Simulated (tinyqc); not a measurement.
Short-channel transistor, virtual-source model with series resistance: effect of the temperature on the on and off currents.

The current per gate width is the charge at the top of the source barrier (the virtual source) times its velocity times a saturation function; al and be are fitting constants of the model. Units: I in uA/um, Rs in ohm um, so I Rs = 1e-6 I Rs in volts; Q in uC/cm^2, so I = 1e-4 Q vx0 Fsat with vx0 in cm/s.

Intrinsic voltages Vg' = Vgs - I Rs, Vd' = Vds - 2 I Rs. n = n0 + nd Vd', VT = VT0 - dl Vd', Ff = 1/(1 + exp((Vg' - VT + al Vt/2)/(al Vt))), Q = Cinv n Vt ln(1 + exp((Vg' - VT + al Vt Ff)/(n Vt))), Vdsat = (vx0 L/mu)(1 - Ff) + Vt Ff, Fsat = u/(1 + u^be)^(1/be) with u = Vd'/Vdsat, and I = Q vx0 Fsat per width. I is solved self-consistently. Ion is I at Vgs = Vds = 0.75 V, Ioff at Vgs = 0, Vds = 0.75 V, and Rlin = Vds/I at Vgs = 0.75 V, Vds = 0.05 V. mu, vx0, VT0, dl and n0 are held fixed.

Parameters, values chosen for the exercise: inversion capacitance Cinv = 2.29 uF/cm^2; velocity at the virtual source vx0 = 3.91e7 cm/s; apparent mobility mu = 300 cm^2/(V s); channel length L = 25 nm; threshold at zero drain voltage VT0 = 0.36 V; drain-induced barrier lowering dl = 0.168 V/V; subthreshold factor n0 = 1.19; growth of n with drain voltage nd = 0.1 1/V; threshold shift (in units of Vt) from weak to strong inversion al = 3.5; sharpness of saturation be = 2; series resistance of each contact Rs = 150 ohm um.

Constants: q = 1.602176634e-19 C, kB = 1.380649e-23 J/K, Vt = kB T/q. Results are converted to the units shown.

Results:
```
T (K)	Ion (uA/um)	Ioff (nA/um)	log10(Ion/Ioff)	Rlin (ohm um)
200	1439.0	61.747	4.3674	397.45
230	1442.6	271.36	3.7256	397.28
260	1447.2	839.38	3.2366	397.01
290	1452.6	2033.6	2.8539	396.64
350	1465.4	7356.9	2.2993	395.60
380	1472.7	11862	2.0940	394.95
410	1480.3	17706	1.9222	394.22
```

Estimate the missing row, T = 320 K.

Computed row:
```
T (K)	Ion (uA/um)	Ioff (nA/um)	log10(Ion/Ioff)	Rlin (ohm um)
320	1458.7	4130.2	2.5480	396.17
```

With this row back in the table: As T goes from 200 to 410 K, Ion rises from 1440 to 1480 uA/um, Ioff rises from 61.7 to 17700 nA/um and Rlin falls from 397 to 394 ohm um. Ion changes by a factor of 1.03 and Ioff by 287. For T = 290 to 410 K the off current passes 1 uA/um, so the device is hardly off at Vgs = 0.

Numbers from tinyqc (`OMP_NUM_THREADS=1 python tinyqc.py 2380115 2380116 out.jsonl`; about 0.01 s on one thread of a shared Intel Xeon 2.30GHz).
